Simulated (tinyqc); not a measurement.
Strained alloy layer of InAs and GaAs on (001) InP, model-solid band line-up: transition against well width.

The layer is x parts of the first compound and 1 - x of the second, grown coherently on the third as substrate and barrier. Rows of the table: lattice constant a, average valence level Ea on an absolute scale, spin-orbit splitting so, gaps at Gamma, X and L, hydrostatic deformation potentials av and ac (Gamma), shear potential b, elastic constants, electron and heavy-hole (along z) masses. All are interpolated linearly in x; gaps get -C x (1 - x), taken wholly in the conduction band; real line-ups can differ from this model by 0.1 eV or more.

In-plane strain e = (a_substrate - a)/a, e_z = -2 (c12/c11) e, volume change 2 e + e_z. With v = 2 e + e_z and d = 2 b (e_z - e): Eav = Ea + av v; E_hh = Eav + so/3 - d/2; E_lh = Eav - so/6 + d/4 + sqrt(so^2 + so d + 9 d^2/4)/2; E_c = Ea + so/3 + EG + ac v (Gamma). Substrate: E_v = Ea + so/3, E_c = E_v + EG. Well depths: dEc = E_c(substrate) - E_c, dEhh = E_hh - E_v(substrate), dElh likewise; strained Gamma gap E_c - max(E_hh, E_lh); positive values confine carriers in the layer. Lowest level of a finite well of width Lw and depth V: kw Lw/2 = arctan(sqrt((mw/mb)(V - E)/E)), kw = sqrt(mw E/C), C = hbar^2/(2 m0), for electrons (dEc) and heavy holes (dEhh), mb from the substrate; transition E_c - E_hh + both levels, without exciton binding; wavelength h c/E.

Parameters, values chosen for the exercise:
- x = 0.62 (fraction of the first compound in the layer)
- CG = 0.477 eV (bowing of the Gamma gap)
- CX = 1.4 eV (bowing of the X gap)
- CL = 0.33 eV (bowing of the L gap)

Constants: q = 1.602176634e-19 C, hbar = 1.054571817e-34 J s, h = 6.62607015e-34 J s, m0 = 9.1093837015e-31 kg, c = 299792458 m/s, hbar^2/(2 m0) = 0.0380998212 eV nm^2. Results are converted to the units shown.

Binary compounds, values chosen for the exercise:
```
              close to InAs  close to GaAs  close to InP
a (angstrom)          6.058          5.653         5.869
Ea (eV)               -6.67          -6.92         -7.04
so (eV)               0.384          0.344         0.111
EG (eV)               0.353           1.41          1.34
EX (eV)                1.35           1.89          2.21
EL (eV)                1.08           1.69          1.94
av (eV)               0.995           1.16          1.26
ac (eV)               -5.01          -7.27            -5
b (eV)                -1.78          -1.71         -1.69
c11 (GPa)              82.7            117           100
c12 (GPa)              45.4           53.3          56.4
me (m0)              0.0232         0.0679        0.0805
mh (m0)               0.331          0.352         0.522
```

Transition against well width:
```
Lw (nm)  electron level (meV)  heavy-hole level (meV)  transition energy (eV)  wavelength (nm)
1.5                     232.0                   135.0                   1.029             1205
2.1                     196.6                   92.66                  0.9513             1303
3                       154.3                   58.42                  0.8748             1417
4.3                     112.8                   34.67                  0.8095             1532
6.1                     78.05                   19.95                  0.7600             1631
8.7                     50.62                   10.97                  0.7236             1713
12                      32.64                   6.217                  0.7009             1769
18                      17.74                   2.960                  0.6827             1816
25                      10.41                   1.597                  0.6740             1839
```

The wavelength rises from 1205 to 1839 nm, towards 1873 nm for E_c - E_hh alone. The electron level goes as Lw^(-0.49) in the thinnest wells, where it reaches 76.7 % of the depth dEc = 302 meV, and as Lw^(-1.62) in the widest. One monolayer (a/2) more shifts the transition by about -18 meV at Lw = 3 nm. For Lw = 25 the layer exceeds hc = 18.3 nm, the single-layer Matthews-Blakeslee thickness for this strain (a capped well tolerates about twice as much). For Lw = 1.5, 2.1, 3 the electron level exceeds 150 meV, where non-parabolicity lowers it.

Program tinyqc, `OMP_NUM_THREADS=1 python tinyqc.py 2690011 2690012 out.jsonl`; Intel Xeon 2.30GHz, shared host, one thread, about 0.01 s.
